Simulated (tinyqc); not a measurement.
# Stacked nanosheet transistor, parasitic resistance, capacitance and delay: what changes with what

Ns sheets share one contact on top; each has perimeter p = 2 (Ws + ts) and cross-section A = Ws ts; contact width Wc = Ws + 10 nm, stack height Hs = Ns pv. Sheet 1 is the top one. Contact length Lc = CPP - Lg - 2 Lsp, shared by two neighbouring gates. Source and drain sides are equal. The formulas are first-order estimates, not field solutions.

Values chosen for this exercise; values close to those of silicon logic devices:
```
symbol    value        unit                                   meaning
T           300           K                               temperature
Ns            2                                      number of sheets
Ws           20          nm                               sheet width
ts            4          nm                           sheet thickness
pv           16          nm              vertical pitch of the sheets
rv          207         ohm  vertical resistance between sheet levels
CPP          70          nm                      contacted gate pitch
Lg           18          nm                               gate length
Lsp           8          nm                             spacer length
ks          3.3                   relative permittivity of the spacer
Hc           20          nm       gate height above the channel stack
rc       2.5e-9    ohm cm^2                       contact resistivity
re      0.00063      ohm cm   resistivity of the source-drain epitaxy
te           30          nm     current-carrying depth of the epitaxy
rx      0.00044      ohm cm              resistivity of the extension
Lov           1          nm                              gate overlap
Cinv        3.5     uF/cm^2                     inversion capacitance
vx        1.2e7        cm/s                        injection velocity
mu          180  cm^2/(V s)                         apparent mobility
VT         0.26           V           threshold at zero drain voltage
dl        0.027         V/V                          barrier lowering
n          1.29                                   subthreshold factor
Cw         0.12          fF                                 wire load
Vdd         0.6           V                            supply voltage
```

Constants: q = 1.602176634e-19 C, kB = 1.380649e-23 J/K, eps0 = 8.8541878128e-12 F/m, Vt = kB T/q. Results are converted to the units shown.

Each table varies one quantity; the others keep the values above.

## Effect of the contact resistivity

Epitaxy sheet resistance Rsh = re/te, transfer length LT = sqrt(rc/Rsh), contact Rc = [sqrt(rc Rsh)/Wc] coth(Lc/(2 LT)); extension of one sheet Rx = rx Lsp/A. With N sheets: gate Cg = Cinv p N Lg; per side, plate Cp = ks eps0 [Wc (Hs + Hc) - N A]/Lsp, top fringe Cf = (2/pi) ks eps0 Wc ln(1 + Lg/(2 Lsp)), overlap Co = Cinv p N Lov. One sheet: I = p Q vx u/(1 + |u|^1.8)^(1/1.8), Q = Cinv n Vt ln(1 + exp((Vg' - VT + dl Vd')/(n Vt))), u = Vd' mu/(vx Lg), Vg' = Vgs - v, Vd' = Vds - 2 v, with the drop on each side v_j = Rc sum I + rv (sum over levels k = 2..j of the current of sheets k..Ns) + Rx I_j. Ieff = [I(Vgs = Vdd, Vds = Vdd/2) + I(Vdd/2, Vdd)]/2, total currents. With Cs = Cp + Cf + Co, the load of an inverter of two such devices driving an equal one is CL = 2 (Cg + 2 Cs) + 4 Cs + Cw (own drains counted twice for the Miller effect); delay CL Vdd/(2 Ieff).

The same in every row: Rx/N (ohm) = 220.0; CL (aF) = 312.1.

Effect of the contact resistivity:
```
rc (ohm cm^2)  Rc (ohm)  Ieff (uA)  delay (ps)
1e-10             48.83      65.02       1.440
2.1e-10           73.93      64.27       1.457
4.5e-10           121.6      62.88       1.489
9.7e-10           219.8      60.15       1.557
2.1e-9            430.0      54.86       1.707
4.4e-9            856.4      46.08       2.032
9.4e-9             1783      33.57       2.789
2e-8               3746      21.19       4.419
```

As rc goes from 1e-10 to 2e-8 ohm cm^2, Ieff falls from 65.0 to 21.2 uA, CL stays at 312 aF and the delay rises from 1.44 to 4.42 ps. Rc goes as rc^(0.56) at the start and rc^(0.98) at the end (1/2 for a long contact, 1 for a short one). For rc = 1e-10 to 2.1e-10 ohm cm^2 rc lies near or below the quantum limit of metal-silicon contacts.

## Effect of the wire load

Same model as above.

The same in every row: Rc (ohm) = 504.2; Rx/N (ohm) = 220.0; Ieff (uA) = 53.15.

Effect of the wire load:
```
Cw (fF)  CL (aF)  delay (ps)
0.02       212.1       1.197
0.043      235.1       1.327
0.093      285.1       1.609
0.2        392.1       2.213
0.43       622.1       3.511
0.93        1122       6.334
2           2192       12.37
```

What does the comparison show?

As Cw goes from 0.02 to 2 fF, Ieff stays at 53.2 uA, CL rises from 212 to 2190 aF and the delay rises from 1.20 to 12.4 ps.

## Effect of the vertical resistance between sheet levels

Same model as above.

The same in every row: Rc (ohm) = 504.2; Rx/N (ohm) = 220.0; CL (aF) = 312.1.

Effect of the vertical resistance between sheet levels:
```
rv (ohm)  Ieff (uA)  delay (ps)
0             54.31       1.724
50            54.02       1.733
100           53.74       1.742
200           53.19       1.760
400           52.14       1.796
800           50.26       1.863
```

As rv goes from 0 to 800 ohm, Ieff falls from 54.3 to 50.3 uA, CL stays at 312 aF and the delay rises from 1.72 to 1.86 ps.

tinyqc, about 0.08 s, one thread, Intel Xeon 2.30GHz (shared host): `OMP_NUM_THREADS=1 python tinyqc.py 2170166 2170167 out.jsonl`
